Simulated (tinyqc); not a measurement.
Comparisons within one model: delta-doped layer in the Thomas-Fermi potential. A value that a table varies takes the place of the one given here.

All donors ionised in the plane z = 0, zero temperature, energies from the Fermi level EF of the Thomas-Fermi model, which lies at the bulk band edge; c = hbar^2/2m0, q = e^2/(4 pi eps0). Layer in a (001) plane: two valleys with m_z = ml, m_d = mt (unprimed) and four with m_z = mt, m_d = sqrt(ml mt) (primed); m3 = (ml mt^2)^(1/3), gv = 6. With n = (gv/3 pi^2)(m3 (-V)/c)^(3/2) and V'' = -(4 pi q/eps) n for z > 0, the solution is V = -b/(|z| + z0)^4 with sqrt(b) = 20/K, K = (4 pi q/eps)(gv/3 pi^2)(m3/c)^(3/2), and z0^5 = 4b/(e F0), e F0 = 2 pi q N/eps; 1e13/cm^2 = 1e-3/angstrom^2. Exchange and correlation are left out.

Subbands solve -(c/m_z) psi'' + V psi = E psi on 1280 points of spacing z0/80; up to ten levels for each group, kept if bound with an rms width below 2.5 z0.

Constants: hbar^2/2m0 = 3.80998211 eV angstrom^2; e^2/(4 pi eps0) = 14.39964547 eV angstrom.

Parameters, chosen for this exercise (near those of a delta-doped layer in Si; shifted at random, so the results belong to these values and not to a real crystal): ml = 0.934 m0 (longitudinal mass); mt = 0.189 m0 (transverse mass); eps = 11.7 (dielectric constant); Nl = (0.18, 0.36, 0.72, 1.3, 2.2, 3.6, 5.8) x 1e13/cm^2 (sheet densities); N = 1.8 x 1e13/cm^2 (donor sheet density).

## Doping density

The well, the lowest level and the filling anew; at zero temperature n_i = g m_d (mu - E_i)/(2 pi c), with mu fixed by sum n_i = N.

Results:
```
N (1e13/cm^2),z0 (angstrom),depth (eV),lowest (eV),next - lowest (eV),occupied,share of lowest (%)
0.18,45.5,0.0158,-0.0042,0.0025,2,36.2
0.36,39.6,0.0275,-0.0083,0.0046,2,34.9
0.72,34.4,0.0479,-0.0160,0.0085,2,33.6
1.3,30.6,0.0769,-0.0279,0.0141,2,32.4
2.2,27.6,0.1172,-0.0455,0.0220,3,31.2
3.6,25.0,0.1738,-0.0717,0.0333,3,30.0
5.8,22.7,0.2545,-0.1110,0.0493,3,28.9
```

What can be read from the table?

The depth grows as N^(4/5) and z0 shrinks as N^(-1/5): factors 16.1 and 2.00 for 32 times the doping. The lowest level deepens faster, with exponent 0.94, since the zero-point energy takes a smaller share of a deeper well (73 % falling to 56 %). The number of occupied subbands is 2 in the first row and 3 in the last. Up to N = 0.72 the donor spacing exceeds 1.5 Bohr radii (one radius, a0 eps/m with the density-of-states mass, is 19 angstrom), where a uniform sheet is a crude picture of discrete donors (beyond about three radii electrons stay on single donors).

## What each parameter does

z0, depth, lowest level and its rms width. Each row changes one parameter from the base and keeps the others.

Results:
```
case,z0 (angstrom),depth (eV),lowest (eV),rms z (angstrom)
base,28.68,0.0998,-0.0378,9.73
N = 1.08 x 1e13/cm^2,31.76,0.0663,-0.0234,12.03
eps = 10.5,26.88,0.1042,-0.0383,9.55
ml = 1.074 m0,27.89,0.0970,-0.0374,9.19
mt = 0.161 m0,30.58,0.1064,-0.0428,9.38
```

How do the results move?

The largest shifts from the base row, up to three for each result and ties (the steps differ in size, so this ranks the rows, not the parameters). z0 (angstrom): N +3.08, mt +1.90, eps -1.80. depth (eV): N -0.0335, mt +0.0066, eps +0.0044. lowest (eV): N +0.0143, mt -0.0050, eps -0.0006. rms z (angstrom): N +2.30, ml -0.54, mt -0.35.

tinyqc: `OMP_NUM_THREADS=1 python tinyqc.py 1280287 1280288 out.jsonl`; about 0.2 s, one thread, shared Intel(R) Xeon(R) Processor @ 2.30GHz.
